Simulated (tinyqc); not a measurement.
Metal-interlayer-semiconductor contact, depinning against tunnelling resistance: two steps of the calculation.

Zero bias, n-type semiconductor. Gap states at the semiconductor surface thin out as exp(-be ti), which unpins the barrier; electrons must then cross the interlayer (a rectangular barrier, no voltage drop across it) and the parabolic depleted layer, both by WKB. Energies E are counted from the Fermi level; no image force, parabolic bands.

Inputs (values chosen for the exercise); semiconductor values close to those of silicon; interlayer mass of the order of that in aluminium oxide, offset chosen freely: temperature T = 300 K; band gap Eg = 1.13 eV; relative permittivity eps_r = 12; electron affinity chi = 4.06 eV; conduction-band density of states at T Nc = 2.8e19 cm^-3; tunnelling mass in the semiconductor mt = 0.184 m0; Richardson mass mA = 2.12 m0; donor density Nd = 1.9e18 cm^-3; charge-neutrality level above the valence band E0 = 0.37 eV; pinning factor without interlayer S0 = 0.27; metal work function phiM = 4.29 eV; interlayer thickness ti = 0.6 nm; conduction-band offset of the interlayer above the semiconductor dE = 2.48 eV; tunnelling mass in the interlayer mi = 0.34 m0; decay constant of gap states through the interlayer be = 2.7 1/nm.

Constants: q = 1.602176634e-19 C, kB = 1.380649e-23 J/K, eps0 = 8.8541878128e-12 F/m, hbar = 1.054571817e-34 J s, h = 6.62607015e-34 J s, m0 = 9.1093837015e-31 kg, Vt = kB T/q, hbar^2/(2 m0) = 0.0380998212 eV nm^2. Results are converted to the units shown.

Problem 1. Pinning, barrier and scales. S = 1/(1 + (1/S0 - 1) exp(-be ti)); phiB = S (phiM - chi) + (1 - S)(Eg - E0); xi = Ec - EF deep inside, from Nd = Nc F(-xi/Vt), F(x) = (2/sqrt(pi)) int_0^infinity sqrt(u) du/(1 + exp(u - x)); band bending U = phiB - xi; E00 = (hbar/2) sqrt(Nd/(eps0 eps_r mt m0)) in volts; A = 4 pi q mA m0 kB^2/h^3.

Wanted: S; phiB; xi; U; E00; A.

Solution 1.

S = 0.65144
phiB = 0.41474 eV
xi = 0.068931 eV
U = 0.34581 eV
E00 = 0.017223 eV
A = 254.77 A/(cm^2 K^2)

Problem 2. Exponents and integrand on an energy grid. With U = phiB - xi: for xi < E < phiB, y = (E - xi)/U and G1 = (U/E00) [sqrt(1 - y) - y ln((1 + sqrt(1 - y))/sqrt(y))], G1 = 0 above phiB; G2 = 2 ti sqrt(mi max(phiB + dE - E, 0)/C), C = hbar^2/(2 m0); f = 1/(1 + exp(E/Vt)); integrand exp(-G1 - G2) f.

E, point 0 to 16 (eV): [0.07, 0.0975, 0.125, 0.1525, 0.18, 0.2075, 0.235, 0.2625, 0.29, 0.3175, 0.345, 0.3725, 0.4, 0.4275, 0.455, 0.4825, 0.51]
phiB = 0.41473650 eV
xi = 0.068931313 eV
E00 = 0.017222832 eV

Give: G1; G2; f; integrand.

Solution 2.

```
point      G1      G2          f  integrand (1e-9)
0      19.825  6.0249   0.062519            0.0004
1      16.049  5.9955   0.022500            0.0060
2      13.302  5.9659  0.0078823            0.0338
3      11.000  5.9362  0.0027348            0.1207
4       9.005  5.9064  9.4563e-4            0.3161
5       7.252  5.8764  3.2660e-4            0.6494
6       5.705  5.8463  1.1275e-4            1.0856
7       4.341  5.8160  3.8920e-5            1.5096
8       3.150  5.7855  1.3434e-5            1.7685
9       2.124  5.7549  4.6370e-6            1.7554
10      1.266  5.7241  1.6005e-6            1.4742
11      0.586  5.6931  5.5243e-7            1.0357
12      0.119  5.6620  1.9068e-7            0.5885
13      0.000  5.6307  6.5814e-8            0.2360
14      0.000  5.5993  2.2716e-8            0.0841
15      0.000  5.5676  7.8407e-9            0.0299
16      0.000  5.5358  2.7063e-9            0.0107
```

Program tinyqc, `OMP_NUM_THREADS=1 python tinyqc.py 2270172 2270173 out.jsonl`; Intel Xeon 2.30GHz, shared host, one thread, about 0.04 s.
